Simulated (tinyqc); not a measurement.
What each parameter does: two-band k.p model of the Delta valleys near the X point under shear strain.

Valley pair on the [001] axis, kz counted from the X point, c = hbar^2/2m0, k0 = kx0 2 pi/a. H = (c kz^2/ml + c (kx^2 + ky^2)/mt + c k0^2/ml) 1 + (2 c k0 kz/ml) sigma_z + (D exy - 2 c kx ky/Mp) sigma_x, so E = c kz^2/ml + c (kx^2 + ky^2)/mt + c k0^2/ml -/+ sqrt((2 c k0 kz/ml)^2 + (D exy - 2 c kx ky/Mp)^2). Without strain the lower band has its minima, E = 0, at kz = +/- k0. Shifts from diagonal strain are left out.

For |eta| < 1: k_min = k0 sqrt(1 - eta^2), E_min = -Delta eta^2/2, ml(eta) = ml/(1 - eta^2), 1/m[110] = 1/mt + eta/Mp, 1/m[1-10] = 1/mt - eta/Mp. For |eta| > 1 the minimum sits at X: E_min = -Delta (2 |eta| - 1)/2, ml(eta) = ml/(1 - 1/|eta|), and eta is replaced by its sign in the transverse masses. Here Delta = 2 c k0^2/ml and eta = D exy/Delta.

Constants: hbar^2/2m0 = 3.80998211 eV angstrom^2.

Inputs chosen for the exercise (near those of Si; not measured data):
```
symbol  value   unit      meaning
a       5.434   angstrom  lattice constant
ml      0.906   m0        longitudinal mass
mt      0.2     m0        transverse mass
kx0     0.147   2 pi/a    distance of the minimum from X
D       14.6    eV        shear deformation potential
Mp      0.235   m0        coupling mass
exy     0.0012            shear strain
```

Delta = 2 c k0^2/ml, eta = D exy/Delta.

Results for these values:
```
case     eta  E_min (meV)  ml(eta) (m0)  m[110] (m0)  m[1-10] (m0)
base  0.0721        -0.63        0.9107       0.1884        0.2131
```

What happens to each result for kx0 = 0.15729 2 pi/a, all else kept?

Answer: eta falls from 0.0721 to 0.0630; E_min rises from -0.63 to -0.55; ml(eta) falls from 0.9107 to 0.9096; m[110] rises from 0.1884 to 0.1898; m[1-10] falls from 0.2131 to 0.2113.

The same for each parameter in turn:
```
case                     eta  E_min (meV)  ml(eta) (m0)  m[110] (m0)  m[1-10] (m0)
base                  0.0721        -0.63        0.9107       0.1884        0.2131
ml = 0.84258 m0       0.0671        -0.59        0.8464       0.1892        0.2121
mt = 0.214 m0         0.0721        -0.63        0.9107       0.2008        0.2290
kx0 = 0.15729 2 pi/a  0.0630        -0.55        0.9096       0.1898        0.2113
D = 15.622 eV         0.0772        -0.72        0.9114       0.1877        0.2141
Mp = 0.25145 m0       0.0721        -0.63        0.9107       0.1892        0.2122
exy = 0.00128         0.0769        -0.72        0.9114       0.1877        0.2140
```

(tinyqc, `OMP_NUM_THREADS=1 python tinyqc.py 1080296 1080297 out.jsonl`, Intel(R) Xeon(R) Processor @ 2.30GHz, 1 thread, shared host, about 0.01 s.)
